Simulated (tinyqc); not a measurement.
Inside a calculation. Model: phonon transmission through an interface between two chains by Green functions. Computed by tinyqc, a small Python program that keeps every step. Command: `OMP_NUM_THREADS=1 python tinyqc.py 3019460 3019461 out.jsonl agf walk`. One thread of a shared host (Intel(R) Xeon(R) Processor @ 2.30GHz), about 0.01 s of CPU time with the checks. Intermediate numbers are printed to about 6 digits and carried at full precision; extremes and crossings named in words are read from the listed rows.

Two semi-infinite chains (masses m_1, m_2; springs k_1, k_2), motion along the chain. The central region holds the end atom of each chain, joined by springs k_b. lambda = omega^2 in eV/(angstrom^2 u); nu = 15.6333042 THz x sqrt(lambda).

Inputs (values chosen for the exercise, for two model chains): mass m_1 = 44.2 u; spring k_1 = 13.1 eV/angstrom^2; mass m_2 = 21.1 u; spring k_2 = 18.2 eV/angstrom^2; junction spring k_b = 7.3 eV/angstrom^2; probe frequency / lower band top = 0.38; temperature T = 300 K.

Atoms in the interlayer: none.

Constants: nu for 1 eV/(angstrom^2 u) = 15.6333042 THz; h x 1 THz = 4.135667696 meV; k_B = 8.617333262e-05 eV/K; k_B = 1.380649e-23 J/K; h = 6.62607015e-34 J s.

## Band tops and impedances

nu_max = 15.6333042 THz x 2 sqrt(k/m); impedance Z = sqrt(k m); long-wave transmission 4 Z_1 Z_2/(Z_1 + Z_2)^2; the probe frequency is the given share of the lower band top.

band top of chain 1 = 17.0218 THz

band top of chain 2 = 29.0386 THz

Z_1 = 24.0628 sqrt(eV u)/angstrom

Z_2 = 19.5964 sqrt(eV u)/angstrom

long-wave transmission = 0.989534

probe frequency = 6.46828 THz

## Self-energies and the matrix at the probe frequency

In chain i, sin(q_i a/2) = nu/nu_max,i. An outgoing wave makes the next atom move as exp(i q_i a) times the end atom, so the lead adds the self-energy Sigma_i = -k_i exp(i q_i a) to the force-constant matrix; Gamma_i = -2 Im Sigma_i = 2 k_i sin(q_i a). A = lambda M - K - Sigma over the central atoms, with K_ii the sum of the springs at i, K_(i,i+1) = -k_b; G = inverse of A; transmission = Gamma_1 Gamma_2 |G_(first,last)|^2.

q_1 a = 0.779593 rad

q_2 a = 0.449265 rad

Gamma_1 = 18.4183 eV/angstrom^2

Gamma_2 = 15.8086 eV/angstrom^2

A (complex symmetric) (eV/angstrom^2), rows end of 1, end of 2:
```
[[-3.51672+9.20917i, 7.30000],
 [7.30000, -5.49395+7.90432i]]
```

## Transmission at the probe frequency

The formulas are those given above.

G_(first,last) = 0.0444248-0.0326199i angstrom^2/eV

transmission = 0.884461

It is below the long-wave value 0.990.

## Thermal conductance

Landauer conductance G = k_B int tau(nu) x^2 e^x/(e^x - 1)^2 d nu, x = h nu/(k_B T), from 0 to the lower band top (240 Gauss-Legendre points in s from 0 to 1, nu = nu_top sin(pi s/2)); tau is the transmission, and its thermal mean is G over the value for tau = 1 in the same window; the quantum is g_0 = pi^2 k_B^2 T/(3 h).

conductance G = 151.378 pW/K

thermal mean of the transmission = 0.774345

G/g_0 = 0.533153

## Transmission spectrum against simple models

Long-wave value 4 Z_1 Z_2/(Z_1 + Z_2)^2. Continuum estimate, with omega = sqrt(lambda): a massless extra compliance c = 1/k_b - 1/(2 k_1) - 1/(2 k_2), tau = long-wave value/[1 + (omega c Z_1 Z_2/(Z_1 + Z_2))^2].

Transmission:
```
nu/nu_top  nu (THz)  Green function  long-wave value  continuum estimate
0.05         0.8511        0.987710         0.989534            0.987796
0.15         2.5533        0.973124         0.989534            0.974106
0.25         4.2554        0.943994         0.989534            0.947833
0.35         5.9576        0.900372         0.989534            0.910977
0.45         7.6598        0.842243         0.989534            0.866076
0.55         9.3620        0.769365         0.989534            0.815812
0.65        11.0642        0.680917         0.989534            0.762695
0.75        12.7663        0.574596         0.989534            0.708850
0.85        14.4685        0.443599         0.989534            0.655928
0.92        15.6600        0.324808         0.989534            0.620078
0.98        16.6814        0.166482         0.989534            0.590389
```

The transmission starts at the impedance value 0.990 and vanishes at the lower band top, 17.02 THz, above which chain 1 has no states. It first falls below half of that value at nu/nu_top = 0.85. The continuum estimate is within 0.05 up to nu/nu_top = 0.55; it leaves out dispersion.

## Conductance against temperature

The formulas are those given above.

Conductance:
```
T (K)  G (pW/K)  mean transmission     G/g_0  G for transmission 1 (pW/K)
1      0.936518           0.989526  0.989526                     0.946431
5       4.68161           0.989319  0.989319                      4.73216
20      18.6652           0.986082  0.986082                      18.9286
50      45.8063           0.967987  0.967980                      47.3212
100     85.4093           0.909096  0.902436                      93.9497
200     132.326           0.812159  0.699079                      162.931
400     159.883           0.758358  0.422332                      210.828
800     169.326           0.741320  0.223637                      228.411
```

At 1 K G/g_0 = 0.990; as T goes to 0 it tends to the long-wave transmission, where only the impedances count. Towards high T all modes count more and more alike; at 800 K G is 169 pW/K and the mean transmission is 0.741, which is at least 0.7 of the low-T value.

Checks made by the program: low-frequency limit against the impedance formula (relative difference 7e-09); unitarity: Gamma_1 |G_11|^2 + Gamma_2 |G_1N|^2 = -2 Im G_11 (relative difference below 1e-10); conductance against a 1500-point midpoint sum (relative difference below 1e-10).
